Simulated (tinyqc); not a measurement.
Two electrons on one impurity (helium-like model): sweeps and comparisons. A value that a table varies takes the place of the one given here.

Units Ha* = 2 Ry m/eps^2 and a* = a0 eps/m. One electron is bound by Z^2/2. Two electrons in the singlet built from exp(-a r) and exp(-b r): S = 8 (ab)^(3/2)/(a + b)^3, h_aa = a^2/2 - Z a, h_bb alike, h_ab = S (ab/2 - Z (a + b)/2), J = ab (a^2 + 3ab + b^2)/(a + b)^3, K = 20 (ab)^3/(a + b)^5, E = (h_aa + h_bb + 2 S h_ab + J + K)/(1 + S^2). For a = b this is a^2 - 2 Z a + 5a/8. Real double donors are deeper, since the central cell is left out.

Constants: e^2/(4 pi eps0) = 14.39964547 eV angstrom.

Values chosen for the exercise (near those of impurities in 3C SiC; the results hold for these values, not for the real material):
- m = 0.35 m0 (one mean mass)
- eps = 9.7 (dielectric constant)
- Zs = (0.98, 1.07, 1.13, 1.41, 2.01, 2.89, 3.62) (charges)
- a_lat = 4.36 angstrom (lattice constant)
- Eg = 2.396 eV (gap)
- ED = 49.8 meV (donor binding)
- EA = 274 meV (acceptor binding)
- W0 = 5.7 x 1e7/s (rate at zero distance)
- kind = opposite (sublattices of donor and acceptor)
- shells = (47, 65, 76, 86, 161, 346, 562) (shell numbers)

## Effective charge

Ha* = 101.2221 meV

Binding of the first electron, of the second (-E - Z^2/2) with equal and with unequal orbitals, and U, the first less the second (unequal).

Results (meV):
```
Z     first  second, equal  second, unequal   a/b      U  U/(Z Ha*)
0.98   48.6          -3.51             0.72  3.92   47.9      0.483
1.07   57.9           0.14             3.95  3.13   54.0      0.499
1.13   64.6           3.02             6.66  2.86   58.0      0.507
1.41  100.6          21.30            24.48  2.26   76.1      0.533
2.01  204.5          87.20            90.03  1.83  114.4      0.562
2.89  422.7         249.76           252.42  1.60  170.3      0.582
3.62  663.2         444.10           446.68  1.51  216.5      0.591
```

Equal orbitals bind a second electron only above Z = (5/16)/(1 - 1/sqrt2) = 1.067; unequal ones do so in 7 of the 7 rows. Their gain is 4.23 meV in the first row and 2.59 in the last, while the second binding grows to 447 meV, so the gain decides the matter only near Z = 1. U grows almost linearly with Z: U/(Z Ha*) goes from 0.483 to 0.591, towards 5/8, while the first binding grows as Z^2. Angular correlation is left out: at Z = 1 this function binds the second electron by 0.0133 Ha*, half the exact 0.0278.

## Pair lines (donor-acceptor pair recombination)

h nu = Eg - ED - EA + q/(eps R), q = e^2/(4 pi eps0); shell j lies at R = a_lat sqrt(j/2) for the same sublattice and a_lat sqrt(j/2 - 5/16) for opposite ones (on the same sublattice shells 14, 30, 46, 56, 62, ... are empty, where 2j has the form 4^a (8b + 7)); rate W = W0 exp(-2R/aD) with the donor radius aD = q/(2 eps ED). Polarisation and overlap terms, which matter for close pairs, are left out.

Energy, rate and lifetime for each shell.

Lines:
```
shell  R (angstrom)  Coulomb (meV)  h nu (eV)  step to the next shell (meV)  1/W (microsecond)
47            20.99           70.7     2.1429                          0.75              0.294
65            24.74           60.0     2.1322                          0.46              0.485
76            26.77           55.5     2.1277                          0.36              0.637
86            28.49           52.1     2.1243                          0.30              0.802
161           39.04           38.0     2.1102                          0.12               3.31
346           57.30           25.9     2.0981                         0.037               38.3
562           73.05           20.3     2.0925                         0.018                317
```

limit for distant pairs = 2.0722 eV
aD = 14.9 angstrom

The lines crowd together, on average as R^-3: the step falls from 0.75 to 0.018 meV, so distant pairs merge into a band. Close pairs emit higher and 1.08e+03 times faster over this table, so the band shifts to lower energy with delay and to higher energy with stronger pumping. All these lines lie below Eg, and R/aD runs from 1.4 up.

Run: tinyqc, `OMP_NUM_THREADS=1 python tinyqc.py 1252673 1252674 out.jsonl`; Intel(R) Xeon(R) Processor @ 2.30GHz, one thread, shared host; about 0.02 s of CPU time with all checks.
